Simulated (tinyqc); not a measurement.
Empirical pseudopotential in a few plane waves, step by step. Computed by tinyqc, a small Python program that keeps every step. Settings: plane-wave index or count = 15. Command: `OMP_NUM_THREADS=1 python tinyqc.py 22651 22652 out.jsonl` (the two numbers bound the seeds that draw the settings). One thread of a shared host (Intel(R) Xeon(R) Processor @ 2.60GHz), about 0.2 s of CPU time with the checks.

## Bloch Hamiltonian at G

Parameters chosen for this model: fcc lattice, atoms at +/- a/8 (1,1,1); form factors in rydberg at |G|^2 in units of (2 pi/a)^2:
```
parameter                 value      unit
a                      6.040000  angstrom
VS(3)                 -0.243000        Ry
VS(8)                  0.018000        Ry
VS(11)                 0.038000        Ry
VA(3)                         0        Ry
VA(4)                         0        Ry
VA(11)                        0        Ry
hbar^2/2m (2 pi/a)^2   4.122957        eV
```

k point G (2 pi / a): 0  0  0

Basis: the 15 shortest G (labels in 2 pi/a), the same at every k. H(G,G') = c |k + G|^2 delta + VS(|G-G'|^2) cos((G-G').tau) + i VA sin((G-G').tau), tau = a/8 (1,1,1); 1 Ry = 13.605693 eV.

H(k) at G (eV):
```
           +0+0+0     -1-1-1     -1-1+1     -1+1-1     -1+1+1     +1-1-1     +1-1+1     +1+1-1
+0+0+0   0.000000   2.337825  -2.337825  -2.337825  -2.337825  -2.337825  -2.337825  -2.337825
-1-1-1   2.337825  12.368870   0.000000   0.000000  -0.244902   0.000000  -0.244902  -0.244902
-1-1+1  -2.337825   0.000000  12.368870   0.244902   0.000000   0.244902   0.000000   0.000000
-1+1-1  -2.337825   0.000000   0.244902  12.368870   0.000000   0.244902   0.000000   0.000000
-1+1+1  -2.337825  -0.244902   0.000000   0.000000  12.368870   0.000000   0.244902   0.244902
+1-1-1  -2.337825   0.000000   0.244902   0.244902   0.000000  12.368870   0.000000   0.000000
+1-1+1  -2.337825  -0.244902   0.000000   0.000000   0.244902   0.000000  12.368870   0.244902
+1+1-1  -2.337825  -0.244902   0.000000   0.000000   0.244902   0.000000   0.244902  12.368870
+1+1+1   2.337825   0.000000  -0.244902  -0.244902   0.000000  -0.244902   0.000000   0.000000
-2+0+0   0.000000  -2.337825  -2.337825  -2.337825   2.337825   0.365586  -0.365586  -0.365586
+0-2+0   0.000000  -2.337825  -2.337825   0.365586  -0.365586  -2.337825   2.337825  -0.365586
+0+0-2   0.000000  -2.337825   0.365586  -2.337825  -0.365586  -2.337825  -0.365586   2.337825
+0+0+2   0.000000  -0.365586   2.337825  -0.365586  -2.337825  -0.365586  -2.337825   0.365586
+0+2+0   0.000000  -0.365586  -0.365586   2.337825  -2.337825  -0.365586   0.365586  -2.337825
+2+0+0   0.000000  -0.365586  -0.365586  -0.365586   0.365586   2.337825  -2.337825  -2.337825

           +1+1+1     -2+0+0     +0-2+0     +0+0-2     +0+0+2     +0+2+0     +2+0+0
+0+0+0   2.337825   0.000000   0.000000   0.000000   0.000000   0.000000   0.000000
-1-1-1   0.000000  -2.337825  -2.337825  -2.337825  -0.365586  -0.365586  -0.365586
-1-1+1  -0.244902  -2.337825  -2.337825   0.365586   2.337825  -0.365586  -0.365586
-1+1-1  -0.244902  -2.337825   0.365586  -2.337825  -0.365586   2.337825  -0.365586
-1+1+1   0.000000   2.337825  -0.365586  -0.365586  -2.337825  -2.337825   0.365586
+1-1-1  -0.244902   0.365586  -2.337825  -2.337825  -0.365586  -0.365586   2.337825
+1-1+1   0.000000  -0.365586   2.337825  -0.365586  -2.337825   0.365586  -2.337825
+1+1-1   0.000000  -0.365586  -0.365586   2.337825   0.365586  -2.337825  -2.337825
+1+1+1  12.368870  -0.365586  -0.365586  -0.365586  -2.337825  -2.337825  -2.337825
-2+0+0  -0.365586  16.491827   0.244902   0.244902  -0.244902  -0.244902   0.000000
+0-2+0  -0.365586   0.244902  16.491827   0.244902  -0.244902   0.000000  -0.244902
+0+0-2  -0.365586   0.244902   0.244902  16.491827   0.000000  -0.244902  -0.244902
+0+0+2  -2.337825  -0.244902  -0.244902   0.000000  16.491827   0.244902   0.244902
+0+2+0  -2.337825  -0.244902   0.000000  -0.244902   0.244902  16.491827   0.244902
+2+0+0  -2.337825   0.000000  -0.244902  -0.244902   0.244902   0.244902  16.491827
```

## Levels at G

Diagonalise the Hermitian matrix.

eigenvalues (eV): -2.756773  8.114902  8.476666  8.476666  8.476666  12.123968  12.123968  12.123968  15.860351  16.002022  16.002022  20.139129  20.139129  20.139129  22.460113

## Bands along a path

The same steps at evenly spaced points between the labelled ones.

Bands along the path (eV), lowest eight:
```
k            band 1    band 2    band 3    band 4     band 5     band 6     band 7     band 8
L         -0.763318  2.108917  7.819513  7.819513   9.672471  13.111865  13.111865  16.978606
L-G 0.33  -1.673738  3.435315  7.868911  7.868911   9.733996  12.993353  12.993353  15.483417
L-G 0.67  -2.472720  5.719333  8.219513  8.219513   9.878928  12.608526  12.608526  12.824328
G         -2.756773  8.114902  8.476666  8.476666   8.476666  12.123968  12.123968  12.123968
G-X 0.33  -2.375224  5.523232  7.804315  7.804315  10.972585  11.364683  13.412726  13.412726
G-X 0.67  -1.247570  3.051384  7.016539  7.016539  10.674114  11.082363  15.973865  16.012199
X          0.572754  0.971812  6.869330  6.869330  10.191050  10.914200  19.174542  19.174542
```

With 4 band(s) filled, the highest filled level on these points lies at G and the lowest empty one at G: the bands touch or overlap, so there is no gap. This holds for the small fixed basis; with all plane waves up to |k + G|^2 = 21 (2 pi/a)^2 the gap along the path is 0.32 eV.

## Convergence with the number of plane waves

Levels at G counted from the fourth one.

Levels (eV):
```
plane waves     level 1   level 5   level 8
9            -14.880741  0.000000  0.979610
15           -11.233439         0  3.647302
27           -10.721020  0.165557  3.195533
51           -10.617361  0.303055  3.355341
59           -10.620898  0.337410  3.226683
65           -10.628142  0.337410  3.214972
89           -10.615262  0.330625  3.223147
```
